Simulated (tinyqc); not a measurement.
Scale length and barrier from the threshold roll-off.

Problem. For L well above Lambda the threshold falls by 2 m sqrt(A (A + Vds)) exp(-pi L/(2 Lambda)), A being the height of the source potential over the barrier top; the two values follow this form. Find Lambda and A.

Values chosen for this exercise:
- m = 1 (long-channel body factor)
- Vds = 0.8 V (drain voltage)

threshold lowering at L = 16 and 26 nm (mV): [77.530533, 11.342523]

Solution. The ratio of the two values gives Lambda; the prefactor gives A (A + Vds), a quadratic with one positive root.

Lambda = 8.17 nm
A = 0.530 V

tinyqc, about 0.01 s, one thread, Intel Xeon 2.30GHz (shared host): `OMP_NUM_THREADS=1 python tinyqc.py 2420005 2420006 out.jsonl`
